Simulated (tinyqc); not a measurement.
Conductance of a narrow metal strip with scatterers (square lattice, Green functions), step by step. Values are carried at full precision from step to step, so a last printed digit may differ when a step is redone from the rounded ones.

A strip of W sites across with hard walls, site energy 0 and hopping -t. Mode n = 1 to W has profile chi_n(j) = sqrt(2/(W + 1)) sin(n j pi/(W + 1)) and energy en = -2t cos(n pi/(W + 1)); E = en - 2t cos(kn a). With z_n = exp(i kn a) (Im k > 0 for closed modes, |z| < 1) each lead gives the self-energy -t z_n in mode n. One column carries the site energies v, here one foreign atom. In the mode basis V_nm = sum_j chi_n(j) v_j chi_m(j), G = (E - en + 2 t z_n - V)^-1, and t_nm = 2t sqrt(sin(kn a) sin(km a)) G_nm in size for open modes. T = sum |t_nm|^2, conductance (2e^2/h) T.

Constants: e^2/h = 3.874045865e-05 S.

Inputs chosen for the exercise (hopping and spacing of the size met in Cu or Al; the lattice is a model; not measured data):
```
symbol  value            unit      meaning
t       1.52             eV        hopping
a       2.57             angstrom  spacing
W       4                          sites across
E       0.22             eV        Fermi energy
v       (0, 0, -5.2, 0)  eV        site energies in the scattering column
```

## Modes at the Fermi energy

For each n: en, cos(kn a) = (en - E)/(2t), z_n and the velocity 2 t a sin(kn a) (zero if closed).

Modes:
```
n  en (eV)  cos(k a)                  z  dE/dk (eV angstrom)
1  -2.4594  -0.88139  -0.88139+0.47240i               3.6908
2  -0.9394  -0.38139  -0.38139+0.92442i               7.2223
3   0.9394   0.23665   0.23665+0.97160i               7.5909
4   2.4594   0.73665   0.73665+0.67628i               5.2836
```

4 of 4 modes are open, so the clean strip has a resistance of 3227 ohm, whatever its length.

## The scatterer in the mode basis

Form V_nm.

V (eV):
```
         n=1      n=2      n=3      n=4
n=1  -1.8814   1.1628   1.1628  -1.8814
n=2   1.1628  -0.7186  -0.7186   1.1628
n=3   1.1628  -0.7186  -0.7186   1.1628
n=4  -1.8814   1.1628   1.1628  -1.8814
```

A single site couples every mode that has amplitude on it.

## Green function and transmission

E - en + 2 t z_n = 2t (z_n - cos(kn a)). Invert, form |t_nm|^2 = (2t)^2 Im(z_n) Im(z_m) |G_nm|^2 and sum. The added resistance is 1/(2 (e^2/h) T) less the same for the clean strip.

G (1/eV):
```
                 n=1              n=2              n=3              n=4
n=1   0.1083-0.4012i  -0.0342-0.0932i  -0.0326-0.0887i   0.0757+0.2061i
n=2  -0.0342-0.0932i   0.0108-0.3264i   0.0103+0.0280i  -0.0239-0.0651i
n=3  -0.0326-0.0887i   0.0103+0.0280i   0.0098-0.3119i  -0.0227-0.0619i
n=4   0.0757+0.2061i  -0.0239-0.0651i  -0.0227-0.0619i   0.0529-0.3424i
```

|t_nm|^2:
```
        n=1     n=2     n=3     n=4
n=1  0.3562  0.0398  0.0378  0.1424
n=2  0.0398  0.8423  0.0074  0.0278
n=3  0.0378  0.0074  0.8496  0.0264
n=4  0.1424  0.0278  0.0264  0.5074
```

T = 3.1187
added resistance = 912 ohm

Mode 1 passes least (0.576) and mode 3 most (0.921); 18.1 % of the transmitted flux changes mode.

## Checks

- Transmitted plus reflected flux against the number of open modes: both 4.00000.

tinyqc: `OMP_NUM_THREADS=1 python tinyqc.py 1480535 1480536 out.jsonl`; about 0.01 s, one thread, shared Intel(R) Xeon(R) Processor @ 2.30GHz.
